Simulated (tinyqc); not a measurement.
# Mobility and doping from two currents

Inverse problem. A trap-free film with injecting contacts is fitted, with diffusion neglected, by J = q mu N V/Lf + (9/8) eps0 eps_r mu V^2/Lf^3. Find mu, N and the voltage at which both terms are equal.

Parameters, values chosen for the exercise: relative permittivity eps_r = 11.7; film thickness Lf = 300 nm.

Constants: q = 1.602176634e-19 C, eps0 = 8.8541878128e-14 F/cm where lengths are in cm. Results are converted to the units shown.

J at 2.7 and 19 V (A/cm^2): [4434.0539, 68632.839]

Answer. J/V is a straight line in V: the slope gives mu and the intercept mu N.

mu = 2.800 cm^2/(V s)
N = 8.800e16 cm^-3
crossover voltage = 10.89 V

Numbers from tinyqc (`OMP_NUM_THREADS=1 python tinyqc.py 2730129 2730130 out.jsonl`; about 0.9 s on one thread of a shared Intel Xeon 2.30GHz).
